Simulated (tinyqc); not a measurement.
## Slope factor and drain-induced lowering from three currents

Problem. With source and body at 0 V, I = A exp((Vg + dd Vd)/(nf Vt)) (1 - exp(-Vd/Vt)). Find nf, the swing nf Vt ln 10 and dd.

Parameters, values chosen for the exercise: temperature T = 358 K.

Constants: q = 1.602176634e-19 C, kB = 1.380649e-23 J/K, Vt = kB T/q. Results are converted to the units shown.

currents at (Vg, Vd) = (0, 0.05), (0, 1) and (0.08, 1) V (nA/um): [0.036012504, 1.1478994, 6.3216398]

Answer. The pair at equal Vd gives nf; the pair at equal Vg, after dividing out the factors 1 - exp(-Vd/Vt), gives dd.

nf = 1.520
swing = 108.0 mV/decade
dd = 0.1600

Program tinyqc, `OMP_NUM_THREADS=1 python tinyqc.py 2242266 2242267 out.jsonl`; Intel Xeon 2.30GHz, shared host, one thread, about 0.03 s.
